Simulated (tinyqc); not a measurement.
Piezoresistors in the (001) plane of a cubic crystal: effect of the direction of the resistor.

Plane stress in crystal axes x = [100], y = [010]. First-order piezoresistance: d rho_xx/rho = p11 sxx + p12 syy, d rho_yy/rho = p12 sxx + p11 syy, d rho_xy/rho = p44 sxy; a resistor along d = (cos th, sin th) changes by dR/R = d.(d rho/rho).d. Changes of geometry and second-order terms are left out.

For uniaxial stress along or across the current: pL = p11 - (A/2) sin^2(2 th), pT = p12 + (A/2) sin^2(2 th), A = p11 - p12 - p44. dR/R is for the given stress.

Parameters, values chosen for the exercise; coefficients close to those of lightly doped p-type silicon: piezoresistive coefficient p11 = 6.21 x 1e-11/Pa; piezoresistive coefficient p12 = -1.12 x 1e-11/Pa; piezoresistive coefficient p44 = 142 x 1e-11/Pa; stress sxx Sx = -111 MPa; stress syy Sy = 182 MPa; shear stress sxy St = -32 MPa.

Results:

| th (deg) | pL (1e-11/Pa) | pT (1e-11/Pa) | pL - pT (1e-11/Pa) | dR/R (%) |
|---|---|---|---|---|
| 0 | 6.2100 | -1.1200 | 7.3300 | -0.89315 |
| 10 | 14.087 | -8.9967 | 23.083 | -2.3825 |
| 20 | 34.031 | -28.941 | 62.972 | -3.5627 |
| 30 | 56.711 | -51.621 | 108.33 | -4.2914 |
| 60 | 56.711 | -51.621 | 108.33 | -3.2176 |
| 75 | 23.044 | -17.954 | 40.998 | -1.1613 |
| 90 | 6.2100 | -1.1200 | 7.3300 | 1.2545 |

Estimate the missing row, th = 45 deg.

Computed row:

| th (deg) | pL (1e-11/Pa) | pT (1e-11/Pa) | pL - pT (1e-11/Pa) | dR/R (%) |
|---|---|---|---|---|
| 45 | 73.545 | -68.455 | 142.00 | -4.3633 |

With this row back in the table: The sum pL + pT = p11 + p12 = 5.09 holds in every row. |pL - pT|, which sets the output of a bridge under uniaxial stress, is largest at 45 degrees (142) and is 7.33 at 0 degrees. The change dR/R goes from -0.893 through a minimum of -4.36 (at th = 45 deg among the rows listed) to 1.25 %.

tinyqc, about 0.01 s, one thread, Intel Xeon 2.30GHz (shared host): `OMP_NUM_THREADS=1 python tinyqc.py 2530029 2530030 out.jsonl`
